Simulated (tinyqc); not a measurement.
Finite square well with mass mismatch (envelope functions), step by step. Values are carried at full precision from step to step, so a last printed digit may differ when a step is redone from the rounded ones.

A square well of width L and depth V0, mass mw inside and mb outside, energies from the bottom of the well, c = hbar^2/2m0. k = sqrt(mw E/c), kappa = sqrt(mb (V0 - E)/c). psi and psi'/m are continuous at the walls (BenDaniel-Duke), so level n solves k L + 2 atan[(k/mw)/(kappa/mb)] = n pi.

Constants: hbar^2/2m0 = 3.80998211 eV angstrom^2.

Values chosen for the exercise (near those of an InGaAs well in InAlAs; not measured data): L = 39 angstrom (well width); V0 = 0.514 eV (barrier height); mw = 0.0401 m0 (mass in the well); mb = 0.0783 m0 (mass in the barrier); alpha_w = 1.05 1/eV (non-parabolicity in the well); alpha_b = 0.65 1/eV (non-parabolicity in the barrier).

## How many levels are bound

At E = V0 the arctangent equals pi/2, so level n is bound if k0 L > (n - 1) pi with k0 = sqrt(mw V0/c). Compare with the infinitely deep well, E1(hard) = c (pi/L)^2/mw.

k0 = 0.07355 1/angstrom
k0 L/pi = 0.9131
number of bound levels = 1
E1(hard) = 0.6165 eV

The count does not depend on mb. One more level binds at L = 42.7 angstrom.

## The lowest level by bisection

f(E) = k L + 2 atan[(k/mw)/(kappa/mb)] - pi rises with E. Twelve halvings of [0, V0]: keep the half in which f changes sign.

Bisection:
```
step  low (eV)  high (eV)  midpoint (eV)        k    kappa        f
1      0.00000    0.51400        0.25700  0.05201  0.07268   0.7861
2      0.00000    0.25700        0.12850  0.03678  0.08901  -0.3496
3      0.12850    0.25700        0.19275  0.04504  0.08125   0.2649
4      0.12850    0.19275        0.16062  0.04112  0.08522  -0.0269
5      0.16062    0.19275        0.17669  0.04312  0.08326   0.1223
6      0.16062    0.17669        0.16866  0.04213  0.08425   0.0486
7      0.16062    0.16866        0.16464  0.04163  0.08473   0.0111
8      0.16062    0.16464        0.16263  0.04137  0.08498  -0.0078
9      0.16263    0.16464        0.16364  0.04150  0.08486   0.0017
10     0.16263    0.16364        0.16313  0.04144  0.08492  -0.0031
11     0.16313    0.16364        0.16339  0.04147  0.08489  -0.0007
12     0.16339    0.16364        0.16351  0.04148  0.08487   0.0005
```

After twelve halvings the bracket is V0/4096 = 0.125 meV wide.

## Bound levels

Solve the condition for each n (six at most). With A = cos(kL/2) for even and sin(kL/2) for odd levels, the probability in the barriers is Pb = (A^2/kappa)/(A^2/kappa + L/2 +/- sin(kL)/(2k)), + for even.

Levels:
```
n  parity  E (eV)  k (1/angstrom)  kappa (1/angstrom)      Pb
1    even  0.1635         0.04148             0.08488  0.1511
```

The lowest level lies at 27 % of the infinite-well value and decays into the barrier over 1/kappa = 11.8 angstrom.

## Mass in the plane and density of states

To first order in the in-plane energy, 1/m_par = (1 - Pb)/mw + Pb/mb for each subband. Each adds a step D = m_par/(2 pi c) to the density of states per area (spin included, one valley); 1/angstrom^2 = 1e16/cm^2.

Subbands:
```
n  m_par (m0)  D (1e13/(eV cm^2))
1      0.0433               1.808
```

## Levels with energy-dependent masses

Non-parabolic bands: mw is replaced by mw (1 + alpha_w E) and mb by mb (1 - alpha_b (V0 - E)), in k, kappa and the matching condition alike.

Solve the same condition with the energy-dependent masses, and list the shift from the parabolic levels that exist in both.

Levels:
```
n  E (eV)  mass inside  mass outside  shift (meV)
1  0.1704       0.0473        0.0608          7.0
2  0.4961       0.0610        0.0774            -
```

Level 1 moves by +7.0 meV. The lighter mass deep in the barrier hardens the wall for low levels; the heavier mass in the well wins higher up. The heavier mass inside raises k at E = V0, which binds further levels (1 of them among the six at most that are listed).

## Checks

- Lowest level by finite differences (200 cells across the well) against the matching condition, eV: both 0.1635.

Computed by tinyqc, a small Python program: `OMP_NUM_THREADS=1 python tinyqc.py 1281161 1281162 out.jsonl` (the numbers bound the seed that draws the inputs); one thread of a shared host (Intel(R) Xeon(R) Processor @ 2.30GHz), about 0.01 s for the whole set of steps.
